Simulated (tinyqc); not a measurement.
Worked calculation: Born-Oppenheimer dynamics on the RHF/6-31g surface (energies and gradients from PySCF), for H4, spin multiplicity 1. Computed by tinyqc, a small Python program that keeps every step (integrals from PySCF). Settings: charge = 0, multiplicity = 1, basis = 6-31g, time step (fs) = 1.0, steps = 24. Command: `OMP_NUM_THREADS=1 python tinyqc.py 31862 31863 out.jsonl` (the two numbers bound the seeds that draw the settings). One thread of a shared host (Intel(R) Xeon(R) Processor @ 2.60GHz), about 0.9 s of CPU time with the checks.

positions (bohr):
```
,x,y,z
1H,-0.039684,-0.043464,-0.022677
2H,0.119053,-0.047243,1.404067
3H,0.011338,1.910513,-0.015118
4H,0.071810,1.938859,1.562804
```

The total energy should stay constant up to terms of order dt^2; the step counts as short enough if it moves by less than 2 % of the largest kinetic energy.

Trajectory:
```
time (fs),1H-2H (angstrom),potential (hartree),kinetic (hartree),total (hartree)
0.000000,0.759661,-2.01661443,0.00081648,-2.01579795
1.000000,0.735188,-2.06733793,0.04688723,-2.02045070
2.000000,0.679837,-2.15542311,0.12942999,-2.02599313
3.000000,0.648994,-2.19793250,0.17521411,-2.02271839
4.000000,0.688137,-2.22826107,0.20547645,-2.02278462
5.000000,0.758916,-2.24725490,0.22423275,-2.02302215
6.000000,0.807342,-2.23984892,0.21908837,-2.02076055
7.000000,0.808515,-2.23593956,0.21571017,-2.02022940
8.000000,0.762622,-2.24431704,0.22329564,-2.02102140
9.000000,0.694626,-2.25229129,0.22972678,-2.02256451
10.000000,0.657774,-2.24127731,0.22036051,-2.02091680
11.000000,0.692322,-2.24112627,0.22061080,-2.02051547
12.000000,0.760299,-2.25300907,0.23036611,-2.02264296
13.000000,0.807793,-2.24329751,0.22269633,-2.02060118
14.000000,0.809053,-2.23666285,0.21664376,-2.02001910
15.000000,0.763500,-2.24306705,0.22234722,-2.02071983
16.000000,0.695468,-2.25160022,0.22944941,-2.02215081
17.000000,0.657813,-2.24378687,0.22233048,-2.02145639
18.000000,0.691520,-2.23879778,0.21941682,-2.01938096
19.000000,0.759447,-2.25268328,0.23008075,-2.02260253
20.000000,0.807434,-2.24464300,0.22410286,-2.02054014
21.000000,0.809356,-2.23681763,0.21702532,-2.01979232
22.000000,0.764329,-2.24169691,0.22132696,-2.02036996
23.000000,0.696313,-2.25051028,0.22885917,-2.02165110
24.000000,0.657866,-2.24592940,0.22426901,-2.02166039
```

Is the time step short enough?

No. The total energy moves within 1.0e-02 hartree; that is over 2 % of the largest kinetic energy, so the time step is too long.
